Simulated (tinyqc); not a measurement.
Inside a calculation. Model: classical Heisenberg spin chain: exact results, Metropolis, heat-bath and over-relaxation steps, and a Monte Carlo run. Computed by tinyqc, a small Python program that keeps every step. Command: `OMP_NUM_THREADS=1 python tinyqc.py 3130106 3130107 out.jsonl heismc walk`. One thread of a shared host (Intel(R) Xeon(R) Processor @ 2.30GHz), about 0.2 s of CPU time with the checks. Intermediate numbers are printed to about 7 digits and carried at full precision; extremes and crossings named in words are read from the listed rows.

E = -J sum_i s_i . s_(i+1) for unit vectors s_i on an open chain; K = J/(k_B T).

Inputs (values chosen for the exercise, for a model chain of large moments):
```
quantity                     value  unit
coupling J                      29   meV
temperature T                 99.9     K
moment mu                      2.6  mu_B
length N of the open chain      16     -
seed                        434163     -
```

Update: Metropolis.

Constants: k_B = 8.617333262e-05 eV/K; mu_B = 5.7883818060e-05 eV/T.

## Exact results

Each bond angle is independent, so u = <s_i . s_(i+1)> = coth K - 1/K, <s_i . s_(i+n)> = u^n, correlation length xi = -1/ln|u|, energy per bond -J u, heat capacity per bond c/k_B = 1 - K^2/sinh^2 K, and for the long chain chi = mu^2 (1 + u)/(3 k_B T (1 - u)) per spin.

K = 3.368679

u = 0.7055221

xi = 2.866831 sites

energy per bond = -20.46014 meV

heat capacity = 0.9460474 k_B/bond

chi over the Curie value = 5.791681

chi = 0.08775035 mu_B/T per spin

For |K| >> 1, |u| = 1 - 1/|K| and xi = |K| - 1/2 = 2.87: the chain orders only at T = 0, and c tends to k_B, not to zero, a failure of classical spins.

## Finite chain

For N spins, <|sum s|^2>/N = (1 + u)/(1 - u) - 2 u (1 - u^N)/(N (1 - u)^2); the long chain has (1 + u)/(1 - u), chi over the Curie value, and the difference is relative to it.

<|sum s|^2>/N = 4.778527

difference from the long chain = -17.49326 %

## Four single-spin steps

four neighbouring spins (rows; components x, y, z):
```
         1        2        3
1  -0.0145   0.5251  -0.8509
2  -0.7632  -0.4999   0.4094
3  -0.4283   0.3375  -0.8383
4   0.6782  -0.5929   0.4342
```

random numbers, one row a step:
```
        1       2       3
1  0.2141  0.3828  0.9707
2  0.4802  0.7315  0.5838
3  0.2939  0.4814  0.0549
4  0.3571  0.5971  0.1076
```

The given spins are first normalised. Spins 2 and 3 are updated in turn, with h = K (sum of the two neighbours). Trial spin with z = 2 r1 - 1 and azimuth 2 pi r2; it is accepted if r3 < min(1, exp(h . s_trial - h . s_old)).

Steps:
```
spin       |h|  h . s before  h . s trial  acceptance  accepted           x           y        z
2     6.561080     -2.643854     5.761393    1.000000       yes  -0.6078279   0.5509900  -0.5718
3     0.539433      0.239406     0.130989    0.897254       yes  -0.1158864  -0.9924728  -0.0396
2     3.416251      1.114810     1.466732    1.000000       yes  -0.9048786   0.1062348  -0.4122
3     1.810044      1.712623     1.478692    0.791416       yes  -0.7854065  -0.5490492  -0.2858
```

## A run and its error bars

From the ordered state (alternating for J < 0), with trial spins uniform on the sphere, 200 sweeps are discarded and 1600 recorded (even and odd sites in turn; random numbers not printed, so these rows are one sample). Errors are the scatter of block means over sqrt(number of blocks).

Blocking:
```
block length  mean bond product        error  <|sum s|^2>/N      error
1                     0.7052353  0.001866695       4.603041  0.0697087
4                     0.7052353  0.003251324       4.603041  0.1347659
16                    0.7052353  0.005044774       4.603041  0.2431948
40                    0.7052353  0.005863547       4.603041  0.3290969
80                    0.7052353  0.007245526       4.603041  0.3806626
```

With blocks of 40 the bond product is 0.0 error bars from the exact u = 0.7055, and <|sum s|^2>/N is 0.5 from the exact 4.779. Blocking to 40 changes the two errors by factors 3.1 and 4.7, because successive sweeps are correlated. An error still rises at blocks of 80, so the bars may be too small. 20 % of the trial spins are accepted.

Checks made by the program: c against a difference of the energy (relative difference 1e-09).
